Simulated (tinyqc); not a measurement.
What each parameter does: three-level Kane dispersion of a narrow-gap semiconductor.

Zero of energy at Gamma8, c = hbar^2/2m0, P^2 = Ep c. The free-electron term and remote bands are left out, so the heavy holes are flat at E = 0 and the other three bands obey E (E - Eg)(E + Dso) = P^2 k^2 (E + 2 Dso/3). The conduction band is the highest root; its edge is Ec = max(Eg, 0).

Degenerate electrons at T = 0: kF = (3 pi^2 n)^(1/3), 1 cm^-3 = 1e-24 angstrom^-3; EF is the highest root at kF. The momentum (cyclotron, optical) mass is m(E) = hbar^2 k/(dE/dk) = c d(k^2)/dE with d(k^2)/dE = k^2 [1/E + 1/(E - Eg) + 1/(E + Dso) - 1/(E + 2 Dso/3)]; the density of states is k d(k^2)/dE/(2 pi^2).

Edge mass m0* = Eg (Eg + Dso)/(Ep (Eg + 2 Dso/3)).
Constants: hbar^2/2m0 = 3.80998211 eV angstrom^2.

Values chosen for the exercise (a narrow-gap II-VI alloy; shifted at random, so the results belong to these values and not to a real crystal): Eg = 0.197 eV (E(Gamma6) - E(Gamma8)); Dso = 0.99 eV (spin-orbit splitting); Ep = 18.9 eV (Kane energy); n = 2.1e+17 cm^-3 (electron density).

Edge mass, EF - Ec and m(EF).

One parameter was then changed.

Results before and after:
```
case     m0* (m0)  EF - Ec (meV)  m(EF) (m0)
base      0.01444          67.78     0.02351
changed   0.01698          59.36     0.02636
```

Which of these changes was made? (a) Dso = 1.1385 eV; (b) Eg = 0.2266 eV; (c) n = 4.2e+17 cm^-3; (d) Ep = 16.065 eV.

Answer: (d) Ep = 16.065 eV. Of the candidates, run in turn, only this one gives the changed row.

All candidates:
```
case               m0* (m0)  EF - Ec (meV)  m(EF) (m0)
base                0.01444          67.78     0.02351
n = 4.2e+17 cm^-3   0.01444          97.52     0.02736
Eg = 0.2266 eV      0.01645          62.49     0.02472
Dso = 1.1385 eV     0.01456          67.22     0.02370
Ep = 16.065 eV      0.01698          59.36     0.02636
```

Computed by tinyqc, a small Python program: `OMP_NUM_THREADS=1 python tinyqc.py 1050302 1050303 out.jsonl` (the numbers bound the seed that draws the inputs); one thread of a shared host (Intel(R) Xeon(R) Processor @ 2.30GHz), about 0.01 s for the whole set of steps.
